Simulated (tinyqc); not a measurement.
Worked calculation: lattice vibrations of a chain. One step of it, computed by the program tinyqc.

Question. Dynamical matrix at q = 0.43. q is in units of 2 pi/a. A spring k from atom i to atom j, n cells on, adds k to Phi_ii and Phi_jj, -k exp(2 pi i q n) to Phi_ij and the conjugate to Phi_ji (for one atom a cell: 2k (1 - cos 2 pi q n)); D_ij = Phi_ij / sqrt(m_i m_j).

A chain moving along its axis:
```
atom   mass (u)  spring to the next atom (eV/angstrom^2)
1     43.200000                                17.500000
2     60.100000                                24.500000
3     57.700000                                23.800000
4     51.700000                                26.700000
```

Give: D(q).

Answer.

D(q) (eV/(angstrom^2 u)), lower triangle (Hermitian):
```
                1        2        3       4
1          1.0231
2         -0.3434   0.6988
3          0.0000  -0.4160   0.8371
4  0.5112-0.2406i   0.0000  -0.4358  0.9768
```
